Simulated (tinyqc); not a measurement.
Donor near an oxide interface in a gate field (two-state model): sweeps and comparisons. A value that a table varies takes the place of the one given here.

Interface at z = 0 (hard wall), donor at z = d, field F pulling electrons to the interface: potential e F z; 1 kV/cm = 1e-5 eV/angstrom, c = hbar^2/2m0, q = e^2/(4 pi eps0), Q = (eps - eo)/(eps + eo). Donor state: E_D = e F d - ED - q Q/(4 eps d), the last term joining the images of ion and electron. Interface state: z exp(-b z/2) exp(-rho^2/(2 L^2)) with E_z = c b^2/(4 mz) + 3 e F/b + q Q b/(8 eps), minimised over b; in the plane at z = 3/b the ion (distance D = d - 3/b) and its image (D' = d + 3/b) give E_rho = c/(mt L^2) - (q/eps)(sqrt(pi)/L)[erfcx(D/L) + Q erfcx(D'/L)], erfcx(x) = exp(x^2) erfc(x), minimised over L. E_I = E_z + E_rho.

The two states couple by t = t0 exp(-D/aD) with t0 = q/(eps aD) (2 aD/L) sqrt(aD b/2) v, v a valley factor; this form is an estimate. With detuning u = E_D - E_I the splitting is sqrt(u^2 + 4 t^2) and the lower state has weight (1 - u/sqrt(u^2 + 4 t^2))/2 on the donor.

Constants: hbar^2/2m0 = 3.80998211 eV angstrom^2; e^2/(4 pi eps0) = 14.39964547 eV angstrom.

Values chosen for the exercise (near those of a donor in Si below SiO2, static dielectric constants; the results hold for these values, not for the real material):
- d = 160 angstrom (depth of the donor)
- ED = 45.7 meV (bulk binding energy)
- mz = 0.92 m0 (mass across the interface)
- mt = 0.186 m0 (mass in the plane)
- eps = 11.3 (dielectric constant of the semiconductor)
- eo = 3.9 (dielectric constant of the oxide)
- aD = 21.2 angstrom (donor radius)
- v = 0.35 (valley factor)
- Fl = (40.396, 40.614, 40.701, 40.744, 40.788, 40.875, 41.092) kV/cm (fields)
- dl = (65, 90, 120, 155, 200, 250) angstrom (depths)

## Sweeping the field

Both levels, the splitting, the donor weight and the mean depth w d + (1 - w) 3/b.

Results:
```
F (kV/cm)  E_D (meV)  E_I (meV)  splitting (meV)  donor weight  mean depth (angstrom)
40.396        17.964     18.374            0.413         0.996                  159.5
40.614        18.313     18.466            0.162         0.974                  156.9
40.701        18.452     18.503           0.0726         0.850                  142.2
40.744        18.521     18.521           0.0518         0.503                  100.8
40.788        18.591     18.540           0.0730         0.147                   58.6
40.875        18.731     18.577            0.162         0.026                   44.1
41.092        19.078     18.669            0.413         0.004                   41.4
```

E_D rises by 1.60 and E_I by 0.42 meV per kV/cm, so they cross once, near 40.7 kV/cm, where the splitting is 2t = 0.0518 meV. The donor weight passes from 0.85 to 0.15 while the detuning goes from -2t to 2t, a window of 0.088 kV/cm or 0.22 % of the field; across the table the charge moves by 118 angstrom.

## Depth of the donor

Critical field, and the coupling, E_rho and L at that field.

Results:
```
d (angstrom)  critical field (kV/cm)  e F d/ED  t (meV)  E_rho (meV)  L (angstrom)
65                             127.8     1.818      2.7       -20.92            59
90                              82.8     1.631     0.77       -15.75            74
120                             57.7     1.515     0.18       -12.19            90
155                             42.3     1.435    0.033        -9.68           108
200                             31.3     1.371   0.0039        -7.67           130
250                             24.2     1.325  0.00037        -6.25           152
```

The critical field falls from 128 to 24 kV/cm, with exponent -1.23 in d, while t drops by a factor 7.3e+03, about e for each 21 angstrom at the end (aD = 21.2). One lattice plane (1.36 angstrom) of misplacement changes t by 6 % and the critical field by about 1.4 % at 120 angstrom.

## What each parameter does

Critical field (E_D = E_I), and t and L there. Each row changes one parameter from the base and keeps the others.

Results:
```
case                critical field (kV/cm)  t (meV)  L (angstrom)
base                                  40.7   0.0259         110.9
d = 175 angstrom                      36.6   0.0127         118.2
ED = 51.7 meV                         45.8   0.0242         111.6
aD = 23.3 angstrom                    40.7   0.0450         110.9
mz = 0.782 m0                         41.5   0.0274         110.3
mt = 0.214 m0                         40.5   0.0273         105.3
eo = 5.8                              39.7   0.0240         113.8
eps = 12                              41.1   0.0237         113.2
```

The largest shifts from the base row, up to three for each result and ties (the steps differ in size, so this ranks the rows, not the parameters). critical field (kV/cm): ED +5.1, d -4.1, eo -1.1; unchanged at the printed digits by aD. t (meV): aD +0.0191, d -0.0132, eps -0.00218. L (angstrom): d +7.3, mt -5.6, eo +2.9; unchanged at the printed digits by aD.

Program tinyqc; command `OMP_NUM_THREADS=1 python tinyqc.py 1281791 1281792 out.jsonl`; about 0.08 s on one thread of a shared Intel(R) Xeon(R) Processor @ 2.30GHz.
